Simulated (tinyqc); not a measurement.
Keating valence-force model of a tetrahedral crystal: one step, computed by the program tinyqc.

Atom A sits at 0 and atom B at a/4 (1,1,1) of an fcc lattice; the four bonds from A are t = a/4 (1,1,1), a/4 (1,-1,-1), a/4 (-1,1,-1), a/4 (-1,-1,1), of length d = sqrt(3) a/4. Energy: E = (3 alpha/(8 d^2)) sum over bonds (r.r - d^2)^2 + (3 beta/(8 d^2)) sum over pairs of bonds at one atom (r_i.r_j + d^2/3)^2, with beta_A for the six pairs at A and beta_B for the six at B. The cell holds two atoms, Omega = a^3/4. 1 N/m = 1 J/m^2. With constants fitted to the elastic moduli this model puts optical and zone-boundary frequencies of real crystals too high, by up to about 20 % in elemental crystals and up to about 50 % in compounds, and mostly by more for TA modes; in compounds the lattice part of the static dielectric constant then comes out too low.

Problem. Dynamical matrix at q. With displacements u exp(i q.r), each bracket changes by g.u, where g = (g_A, g_B): bond t, g = (-2 t, 2 t exp(i q.t)); pair (i, j) at A, g = (-(t_i + t_j), t_i exp(i q.t_j) + t_j exp(i q.t_i)); pair at B, g = (-t_i exp(-i q.t_j) - t_j exp(-i q.t_i), t_i + t_j). Then D_mn = sum over the 4 bonds and 12 pairs of (4 k/a^2) conj(g_m) g_n / sqrt(M_m M_n), with k = alpha or beta converted to eV/angstrom^2. Only the short-range forces enter; the Coulomb field of the charges is left out.

Inputs (values chosen for the exercise, modelled on cubic gallium nitride):

| quantity | value | unit |
|---|---|---|
| mass M_A | 69.72 | u |
| mass M_B | 14.007 | u |
| bond stretching alpha | 80.1 | N/m |
| bond bending beta_A | 16.3 | N/m |
| bond bending beta_B | 15.8 | N/m |

Structure: zinc blende.

wave vector q (2 pi/a): 0.38  0.1  0

Constants: 1 eV/angstrom^2 = 16.02176634 J/m^2.

Give: D(q).

Solution.

D(q) (eV/(angstrom^2 u)):
```
                A x             A y             A z             B x
A x          0.3617          0.0041  0.0000+0.0028i         -0.6275
A y          0.0041          0.3453  0.0000+0.0006i          0.0450
A z  0.0000-0.0028i  0.0000-0.0006i          0.3447  0.0000-0.0662i
B x         -0.6275          0.0450  0.0000+0.0662i          1.8033
B y          0.0450         -0.6275  0.0000+0.2841i          0.0209
B z  0.0000+0.0662i  0.0000+0.2841i         -0.6275  0.0000+0.0142i

                B y             B z
A x          0.0450  0.0000-0.0662i
A y         -0.6275  0.0000-0.2841i
A z  0.0000-0.2841i         -0.6275
B x          0.0209  0.0000-0.0142i
B y          1.7186  0.0000-0.0033i
B z  0.0000+0.0033i          1.7160
```
